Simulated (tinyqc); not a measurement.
Ferroelectric switching by domains, regions with a spread of times with Merz's law: two steps of the calculation.

A film poled to -Ps gets a pulse V of length t. Field E = V/d, characteristic time tau = t0 exp(Ea/E). The film consists of seven classes of regions, z = -3..3, with weights w_z proportional to exp(-z^2/2) and summing to one, and times tau_z = tau 10^(wd z); the switched share is f = sum w_z [1 - exp(-(t/tau_z)^m)]. P = Ps (2 f - 1).

Inputs (values chosen for the exercise): switchable polarisation Ps = 27 uC/cm^2; time prefactor t0 = 2.9 ns; activation field Ea = 7600 kV/cm; film thickness d = 15 nm; Avrami exponent m = 1; pulse voltage V = 2 V; spread of switching times wd = 0.9 decades; pulse length tp = 1500 ns.

Task 1. Field and characteristic time. E = V/d, tau = t0 exp(Ea/E).

Give: E; tau.

Result 1.

E = 1333.3 kV/cm
tau = 866.72 ns

Task 2. Switched share of each class after the pulse. w_z, tau_z and f_z = 1 - exp(-(tp/tau_z)^m); f = sum w_z f_z.

tau = 866.71546 ns

Give: w_z; tau_z; f_z; f; P after the pulse.

Result 2.

```
z	w_z	tau_z (ns)	f_z
-3	0.0044330	1.7293	1.0000
-2	0.054006	13.737	1.0000
-1	0.24204	109.11	1.0000
0	0.39905	866.72	0.8228
1	0.24204	6884.6	0.1958
2	0.054006	54686	0.0271
3	0.0044330	4.3439e5	0.0034
```

f = 0.67769
P after the pulse = 9.5952 uC/cm^2

tinyqc, about 0.01 s, one thread, Intel Xeon 2.30GHz (shared host): `OMP_NUM_THREADS=1 python tinyqc.py 2860109 2860110 out.jsonl`
